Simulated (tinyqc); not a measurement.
Inside a calculation: finite square well with mass mismatch (envelope functions). Values are carried at full precision from step to step, so a last printed digit may differ when a step is redone from the rounded ones.

A square well of width L and depth V0, mass mw inside and mb outside, energies from the bottom of the well, c = hbar^2/2m0. k = sqrt(mw E/c), kappa = sqrt(mb (V0 - E)/c). psi and psi'/m are continuous at the walls (BenDaniel-Duke), so level n solves k L + 2 atan[(k/mw)/(kappa/mb)] = n pi.

Constants: hbar^2/2m0 = 3.80998211 eV angstrom^2.

Values chosen for the exercise (near those of a GaAs well in AlGaAs; not measured data): L = 74 angstrom (well width); V0 = 0.194 eV (barrier height); mw = 0.0679 m0 (mass in the well); mb = 0.0869 m0 (mass in the barrier); alpha_w = 0.56 1/eV (non-parabolicity in the well); alpha_b = 0.15 1/eV (non-parabolicity in the barrier).

## How many levels are bound

At E = V0 the arctangent equals pi/2, so level n is bound if k0 L > (n - 1) pi with k0 = sqrt(mw V0/c). Compare with the infinitely deep well, E1(hard) = c (pi/L)^2/mw.

k0 = 0.05880 1/angstrom
k0 L/pi = 1.3850
number of bound levels = 2
E1(hard) = 0.1011 eV

The count does not depend on mb. One more level binds at L = 106.9 angstrom.

## The lowest level by bisection

f(E) = k L + 2 atan[(k/mw)/(kappa/mb)] - pi rises with E. Twelve halvings of [0, V0]: keep the half in which f changes sign.

Bisection:

| step | low (eV) | high (eV) | midpoint (eV) | k | kappa | f |
|---|---|---|---|---|---|---|
| 1 | 0.00000 | 0.19400 | 0.09700 | 0.04158 | 0.04704 | 1.6290 |
| 2 | 0.00000 | 0.09700 | 0.04850 | 0.02940 | 0.05761 | 0.1912 |
| 3 | 0.00000 | 0.04850 | 0.02425 | 0.02079 | 0.06222 | -0.7951 |
| 4 | 0.02425 | 0.04850 | 0.03637 | 0.02546 | 0.05996 | -0.2619 |
| 5 | 0.03637 | 0.04850 | 0.04244 | 0.02750 | 0.05880 | -0.0277 |
| 6 | 0.04244 | 0.04850 | 0.04547 | 0.02847 | 0.05820 | 0.0834 |
| 7 | 0.04244 | 0.04547 | 0.04395 | 0.02799 | 0.05850 | 0.0283 |
| 8 | 0.04244 | 0.04395 | 0.04320 | 0.02775 | 0.05865 | 0.0004 |
| 9 | 0.04244 | 0.04320 | 0.04282 | 0.02762 | 0.05872 | -0.0136 |
| 10 | 0.04282 | 0.04320 | 0.04301 | 0.02768 | 0.05869 | -0.0066 |
| 11 | 0.04301 | 0.04320 | 0.04310 | 0.02772 | 0.05867 | -0.0031 |
| 12 | 0.04310 | 0.04320 | 0.04315 | 0.02773 | 0.05866 | -0.0013 |

After twelve halvings the bracket is V0/4096 = 0.047 meV wide.

## Bound levels

Solve the condition for each n (six at most). With A = cos(kL/2) for even and sin(kL/2) for odd levels, the probability in the barriers is Pb = (A^2/kappa)/(A^2/kappa + L/2 +/- sin(kL)/(2k)), + for even.

Levels:

| n | parity | E (eV) | k (1/angstrom) | kappa (1/angstrom) | Pb |
|---|---|---|---|---|---|
| 1 | even | 0.0432 | 0.02774 | 0.05865 | 0.0795 |
| 2 | odd | 0.1585 | 0.05316 | 0.02844 | 0.4065 |

The lowest level lies at 43 % of the infinite-well value and decays into the barrier over 1/kappa = 17.1 angstrom.

## Mass in the plane and density of states

To first order in the in-plane energy, 1/m_par = (1 - Pb)/mw + Pb/mb for each subband. Each adds a step D = m_par/(2 pi c) to the density of states per area (spin included, one valley); 1/angstrom^2 = 1e16/cm^2.

Subbands:

| n | m_par (m0) | D (1e13/(eV cm^2)) |
|---|---|---|
| 1 | 0.0691 | 2.887 |
| 2 | 0.0745 | 3.113 |

## Levels with energy-dependent masses

Non-parabolic bands: mw is replaced by mw (1 + alpha_w E) and mb by mb (1 - alpha_b (V0 - E)), in k, kappa and the matching condition alike.

Solve the same condition with the energy-dependent masses, and list the shift from the parabolic levels that exist in both.

Levels:

| n | E (eV) | mass inside | mass outside | shift (meV) |
|---|---|---|---|---|
| 1 | 0.0431 | 0.0695 | 0.0849 | -0.1 |
| 2 | 0.1533 | 0.0737 | 0.0864 | -5.3 |

Level 1 moves by -0.1 meV and level 2 by -5.3 meV.

## Checks

- Lowest level by finite differences (200 cells across the well) against the matching condition, eV: both 0.0432.

(tinyqc, `OMP_NUM_THREADS=1 python tinyqc.py 1250927 1250928 out.jsonl`, Intel(R) Xeon(R) Processor @ 2.30GHz, 1 thread, shared host, about 0.01 s.)
